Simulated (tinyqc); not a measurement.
Bandgap voltage reference from two bipolar transistors: output against temperature.

Two transistors of area 1 and N carry the same current I. Is(T) = Is (T/T0)^eta exp[(Vg0 q/kB)(1/T0 - 1/T)], VBE1 = Vt ln(I/Is(T)) + I rb, VBE2 = Vt ln(I/(N Is(T))) + I rb/N. The amplifier forces I R1(T) = VBE1 - VBE2 + Vos, with R(T) = R (1 + tc (T - T0)) for both resistors, and the output is Vref = VBE1 + I R2(T). Base currents and the Early effect are neglected.

Vt = kB T/q; I = (Vt ln N + Vos)/(R1(T) - rb (1 - 1/N)).

Inputs (values chosen for the exercise); values of the order met in silicon bipolar transistors:
- T0 = 300 K (reference temperature)
- Vg0 = 1.166 V (band-gap voltage extrapolated to 0 K)
- eta = 4.3 (temperature exponent of the saturation current)
- Is = 8e-16 A (saturation current of the unit transistor at T0)
- N = 8 (area ratio of the second transistor)
- R1 = 2.9 kohm (resistor across which the difference of VBE falls, at T0)
- tc = 0 ppm/K (temperature coefficient of both resistors)
- Vos = 0 mV (offset of the amplifier)
- rb = 0 ohm (series resistance of the unit transistor)
- R2 = 34.9 kohm (output resistor at T0)

Constants: q = 1.602176634e-19 C, kB = 1.380649e-23 J/K. Results are converted to the units shown.

Output against temperature:
```
T (K),I (uA),VBE1 (V),I R2 (V),Vref (V),Vref - Vref(T0) (mV),dVref/dT (uV/K)
218,13.47,0.7868,0.4701,1.257,-6.975,132.9
233,14.40,0.7563,0.5025,1.259,-5.126,114.0
253,15.63,0.7153,0.5456,1.261,-3.084,90.53
273,16.87,0.6737,0.5887,1.262,-1.492,68.90
298,18.41,0.6212,0.6426,1.264,-0.08606,43.98
323,19.96,0.5681,0.6965,1.265,0.7232,21.07
348,21.50,0.5145,0.7505,1.265,0.9817,-0.1284
373,23.05,0.4603,0.8044,1.265,0.7291,-19.86
398,24.59,0.4057,0.8583,1.264,-4.475e-4,-38.31
423,26.14,0.3506,0.9122,1.263,-1.177,-55.63
```

VBE1 falls by 2.13 mV/K on average and I R2 rises by 2.16 mV/K. The slope of Vref vanishes at T = 348 K. Between 233 and 398 K Vref spans 6.11 mV, or 29.3 ppm/K by the box method (span over the average over T, over 165 K).

Program tinyqc, `OMP_NUM_THREADS=1 python tinyqc.py 2062151 2062152 out.jsonl`; Intel Xeon 2.30GHz, shared host, one thread, about 0.02 s.
